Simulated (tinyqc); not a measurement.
Comparisons within one model: Fermi-Dirac statistics of conduction electrons. A value that a table varies takes the place of the one given here.

Non-parabolic band E (1 + alpha E) = c k^2/m: n = Nc (2/sqrt(pi)) integral_0^infinity sqrt(x (1 + a x)) (1 + 2 a x) dx/(1 + exp(x - eta)) with a = alpha kT and eta = (EF - Ec)/kT; a = 0 gives n = Nc F_1/2(eta).

Constants: hbar^2/2m0 = 3.80998211 eV angstrom^2; kB = 8.617333262e-05 eV/K.

Parameters, chosen for this exercise (near those of Si, lowest valleys alone; shifted at random, so the results belong to these values and not to a real crystal):
- m = 1.0561 m0 (density-of-states mass of the conduction band)
- T = 300 K
- alpha = 0.55 1/eV (non-parabolicity)
- m1 = 0.189 m0 (mass of one isotropic band with spin)
- L = 50 angstrom (confinement length used to compare densities)
- n = 2.2e+19 1/cm^3 (electron density)

## Parabolic against non-parabolic filling

N = 2 (m kB T/(4 pi c))^(3/2) with c = hbar^2/2m0, in 1/angstrom^3; times 1e24 for 1/cm^3. k_F = (3 pi^2 n)^(1/3) and the energy E0 that solves E (1 + alpha E) = c k_F^2/m give the limit of zero temperature.

EF - Ec (meV):
```
n (1/cm^3),parabolic,non-parabolic,"non-parabolic, 0 K"
3.0e+18,-56.0,-57.5,7.2
1.0e+19,-22.6,-24.2,15.9
4.0e+19,23.1,20.6,39.5
1.0e+20,65.6,61.1,71.6
4.0e+20,184.4,166.7,171.3
1.0e+21,343.7,293.8,296.8
```

Non-parabolicity lowers EF by 1.4 meV at the lowest density and by 49.9 meV at the highest, where alpha (EF - Ec) = 0.16. Temperature lowers EF below its 0 K value by 64.6 meV at the lowest density and by 3.0 meV at the highest. EF enters the band between 1e+19 and 4e+19 1/cm^3.

## Dimension (statistics of electrons in three, two and one dimensions)

One band edge at E = 0, lambda = sqrt(4 pi c/(m1 kT)) with c = hbar^2/2m0. Densities with spin: n3 = (2/lambda^3) F_1/2(eta), n2 = (2/lambda^2) F_0(eta) with F_0 = ln(1 + exp(eta)), n1 = (2/lambda) F_-1/2(eta). F_j(eta) = (1/Gamma(j + 1)) integral_0^infinity x^j dx/(1 + exp(x - eta)), which tends to exp(eta) for eta << 0.

The last two columns turn the sheet and line densities into volume densities, n2/L and n1/L^2, over n3.

Densities:
```
eta,n3 (1/cm^3),n2 (1/cm^2),n1 (1/cm),(n2/L)/n3,(n1/L^2)/n3
-4,3.75e+16,3.70e+10,3.65e+04,1.97,3.89
-2,2.67e+17,2.59e+11,2.50e+05,1.94,3.75
-1,6.76e+17,6.39e+11,5.94e+05,1.89,3.52
0,1.58e+18,1.41e+12,1.22e+06,1.79,3.10
1,3.25e+18,2.68e+12,2.08e+06,1.65,2.55
2,5.82e+18,4.34e+12,2.96e+06,1.49,2.03
4,1.34e+19,8.20e+12,4.42e+06,1.22,1.32
8,3.58e+19,1.63e+13,6.40e+06,0.913,0.716
```

lambda = 99.0 angstrom

Far below the edge all three follow exp(eta), and the ratios tend to lambda/L = 1.980 and its square. From eta = 4 to 8 the densities grow by 2.67, 1.99 and 1.45, near the powers 2^(3/2), 2 and 2^(1/2) that the densities of states E^(1/2), E^0 and E^(-1/2) give. One subband serves while EF stays several kT below the second, 9.2 kT up for hard walls; rows with a larger eta, if any, overfill it.

## What moves the Fermi level

N = 2 (m kB T/(4 pi c))^(3/2) with c = hbar^2/2m0, in 1/angstrom^3; times 1e24 for 1/cm^3. Each row changes one parameter from the base and keeps the others.

Results:
```
case,parabolic EF - Ec (meV),non-parabolic EF - Ec (meV)
base,1.78,-0.17
m = 0.9505 m0,7.10,5.04
T = 275 K,5.65,3.93
n = 4.4e+19 1/cm^3,26.85,24.24
alpha = 0.825 1/eV,1.78,-1.10
```

The largest shifts from the base row, up to three for each result and ties (the steps differ in size, so this ranks the rows, not the parameters). parabolic EF - Ec (meV): n +25.07, m +5.32, T +3.87; unchanged at the printed digits by alpha. non-parabolic EF - Ec (meV): n +24.41, m +5.21, T +4.10.

Computed by tinyqc, a small Python program: `OMP_NUM_THREADS=1 python tinyqc.py 1652351 1652352 out.jsonl` (the numbers bound the seed that draws the inputs); one thread of a shared host (Intel(R) Xeon(R) Processor @ 2.30GHz), about 0.01 s for the whole set of steps.
